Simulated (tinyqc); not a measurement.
Comparisons within one model: donor near an oxide interface in a gate field (two-state model). A value that a table varies takes the place of the one given here.

Interface at z = 0 (hard wall), donor at z = d, field F pulling electrons to the interface: potential e F z; 1 kV/cm = 1e-5 eV/angstrom, c = hbar^2/2m0, q = e^2/(4 pi eps0), Q = (eps - eo)/(eps + eo). Donor state: E_D = e F d - ED - q Q/(4 eps d), the last term joining the images of ion and electron. Interface state: z exp(-b z/2) exp(-rho^2/(2 L^2)) with E_z = c b^2/(4 mz) + 3 e F/b + q Q b/(8 eps), minimised over b; in the plane at z = 3/b the ion (distance D = d - 3/b) and its image (D' = d + 3/b) give E_rho = c/(mt L^2) - (q/eps)(sqrt(pi)/L)[erfcx(D/L) + Q erfcx(D'/L)], erfcx(x) = exp(x^2) erfc(x), minimised over L. E_I = E_z + E_rho.

The two states couple by t = t0 exp(-D/aD) with t0 = q/(eps aD) (2 aD/L) sqrt(aD b/2) v, v a valley factor; this form is an estimate. With detuning u = E_D - E_I the splitting is sqrt(u^2 + 4 t^2) and the lower state has weight (1 - u/sqrt(u^2 + 4 t^2))/2 on the donor.

Constants: hbar^2/2m0 = 3.80998211 eV angstrom^2; e^2/(4 pi eps0) = 14.39964547 eV angstrom.

Values chosen for the exercise (near those of a donor in Si below Si3N4, static dielectric constants; shifted at random, so the results belong to these values and not to a real crystal): d = 90 angstrom (depth of the donor); ED = 31.1 meV (bulk binding energy); mz = 0.926 m0 (mass across the interface); mt = 0.194 m0 (mass in the plane); eps = 11.4 (dielectric constant of the semiconductor); eo = 7.5 (dielectric constant of the oxide); aD = 18.6 angstrom (donor radius); v = 0.53 (valley factor); Fl = (41.512, 47.998, 50.592, 51.889, 53.187, 55.781, 62.267) kV/cm (fields); dl = (65, 90, 120, 155, 200, 250) angstrom (depths).

## Sweeping the field

Both levels, the splitting, the donor weight and the mean depth w d + (1 - w) 3/b.

Results:
```
F (kV/cm)  E_D (meV)  E_I (meV)  splitting (meV)  donor weight  mean depth (angstrom)
41.512         5.537     10.701             5.52         0.968                   88.3
47.998        11.374     13.363             2.67         0.873                   83.1
50.592        13.709     14.378             1.84         0.682                   72.5
51.889        14.876     14.876             1.69         0.500                   62.4
53.187        16.044     15.369             1.80         0.312                   51.9
55.781        18.379     16.337             2.61         0.109                   40.0
62.267        24.216     18.671             5.75         0.018                   33.7
```

What does this show, and why?

E_D rises by 0.90 and E_I by 0.38 meV per kV/cm, so they cross once, near 51.9 kV/cm, where the splitting is 2t = 1.69 meV. The donor weight passes from 0.85 to 0.15 while the detuning goes from -2t to 2t, a window of 6.6 kV/cm or 13 % of the field; across the table the charge moves by 55 angstrom.

## Depth of the donor

Critical field, and the coupling, E_rho and L at that field.

Results:
```
d (angstrom)  critical field (kV/cm)  e F d/ED  t (meV)  E_rho (meV)  L (angstrom)
65                              77.6     1.622      3.5       -18.48            57
90                              51.9     1.502     0.85       -13.63            73
120                             36.8     1.421     0.16       -10.41            90
155                             27.3     1.362    0.025        -8.18           109
200                             20.4     1.314   0.0022        -6.43           132
250                             15.9     1.277  0.00016        -5.21           155
```

What does this show?

The critical field falls from 78 to 16 kV/cm, with exponent -1.18 in d, while t drops by a factor 2.2e+04, about e for each 19 angstrom at the end (aD = 18.6). One lattice plane (1.36 angstrom) of misplacement changes t by 7 % and the critical field by about 1.3 % at 120 angstrom.

## What each parameter does

Critical field (E_D = E_I), and t and L there. Each row changes one parameter from the base and keeps the others.

Results:
```
case                critical field (kV/cm)  t (meV)  L (angstrom)
base                                  51.9    0.846          72.9
d = 105 angstrom                      43.1    0.370          81.9
ED = 37.1 meV                         63.1    0.758          74.5
aD = 20.5 angstrom                    51.9     1.17          72.9
mz = 0.787 m0                         53.9    0.899          72.1
mt = 0.223 m0                         50.9    0.908          68.6
eo = 11.2                             49.2    0.779          75.5
eps = 12.1                            53.8    0.768          74.8
```

How do the results move?

The largest shifts from the base row, up to three for each result and ties (the steps differ in size, so this ranks the rows, not the parameters). critical field (kV/cm): ED +11.2, d -8.8, eo -2.7; unchanged at the printed digits by aD. t (meV): d -0.476, aD +0.323, ED -0.0885. L (angstrom): d +8.9, mt -4.4, eo +2.5; unchanged at the printed digits by aD.

(tinyqc, `OMP_NUM_THREADS=1 python tinyqc.py 1252256 1252257 out.jsonl`, Intel(R) Xeon(R) Processor @ 2.30GHz, 1 thread, shared host, about 0.1 s.)
